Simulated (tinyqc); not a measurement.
Voltage acceleration of oxide breakdown, four models on the same data: one step of the calculation.

Field E = V/tox in MV/cm. Models: ln(t63/1 s) = a - c X with X = E (E model), -1/E (1/E model), ln V (power law, c the exponent n) or sqrt(E).

Question. Projection to use conditions. Project to Vu, multiply by exp[(Ea q/kB)(1/Tu - 1/Ts)] and by ks; ten years are 3.15576e8 s. The largest voltage for ten years solves the same relation for V.

Values chosen for this exercise: oxide thickness tox = 5.9 nm; use voltage Vu = 3.2 V; stress temperature Ts = 373 K; use temperature Tu = 378 K; activation energy Ea = 0.62 eV; factor for area and percentile ks = 2.2e-5.

Constants: q = 1.602176634e-19 C, kB = 1.380649e-23 J/K. Results are converted to the units shown.

| model | c | a |
|---|---|---|
| E | 3.7735956 | 46.026018 |
| 1/E | 405.99728 | -32.771422 |
| power | 39.318053 | 77.854505 |
| sqrt E | 24.389288 | 85.306335 |

Give: temperature factor; lifetime; largest voltage for ten years.

Answer.

temperature factor = 0.77480

| model | lifetime (years) | largest voltage for ten years (V) |
|---|---|---|
| E | 0.068025 | 2.4197 |
| 1/E | 1.0221e6 | 3.7829 |
| power | 48.170 | 3.3305 |
| sqrt E | 1.2962 | 2.9739 |

The lifetimes span 7.18 decades, from the E model (most cautious) to the 1/E model; the allowed voltage spans 2.42 to 3.78 V. 2 of the four models pass ten years at Vu. Lifetimes beyond a thousand years are formal extrapolations.

Range of the model: All four laws are empirical fits; none is established far below the stress range.

Program tinyqc, `OMP_NUM_THREADS=1 python tinyqc.py 2070080 2070081 out.jsonl`; Intel Xeon 2.30GHz, shared host, one thread, about 0.01 s.
